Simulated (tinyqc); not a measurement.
## Delay unit and parasitic delay from two ring oscillators

Problem. A ring of 11 inverters oscillates at 1/(2 x 11 d), with stage delay d = tau (h + p) for fan-out h. Find tau, p and the delay at fan-out 4.

frequencies of 11-stage ring oscillators with fan-out 2 and 6 (GHz): 5.9455012  2.4326497

Answer. d is a straight line in h with slope tau and intercept tau p.

tau = 2.76 ps
p = 0.770
delay at fan-out 4 = 13.2 ps

Numbers from tinyqc (`OMP_NUM_THREADS=1 python tinyqc.py 2082123 2082124 out.jsonl`; about 0.01 s on one thread of a shared Intel Xeon 2.30GHz).
